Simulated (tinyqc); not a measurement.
Gap and mass from two generation rates.

Problem. In the two-band model the band-to-band tunnelling rate in a uniform field is G = A F^2 exp(-B/F), with B = pi sqrt(m/C) Eg^1.5/4 (V/nm), A = 1e21 (2 q/h) m Eg/(16 pi C B) for G in cm^-3 s^-1 and F in V/nm, C = hbar^2/(2 m0). Find B, A, Eg and m.

Constants: q = 1.602176634e-19 C, hbar = 1.054571817e-34 J s, h = 6.62607015e-34 J s, m0 = 9.1093837015e-31 kg, hbar^2/(2 m0) = 0.0380998212 eV nm^2. Results are converted to the units shown.

G at F = 0.047 and 0.076 V/nm (cm^-3 s^-1): [5.8334008e13, 9.3571209e20]

Answer. The slope of ln(G/F^2) against 1/F is -B and the intercept gives A. The product A B fixes m Eg, and B = (pi/4) Eg sqrt(m Eg/C) then gives Eg.

B = 1.93 V/nm
A = 1.62e34 cm^-3 s^-1 (V/nm)^-2
Eg = 1.36 eV
m = 0.0910 m0

Numbers from tinyqc (`OMP_NUM_THREADS=1 python tinyqc.py 2620064 2620065 out.jsonl`; about 0.01 s on one thread of a shared Intel Xeon 2.30GHz).
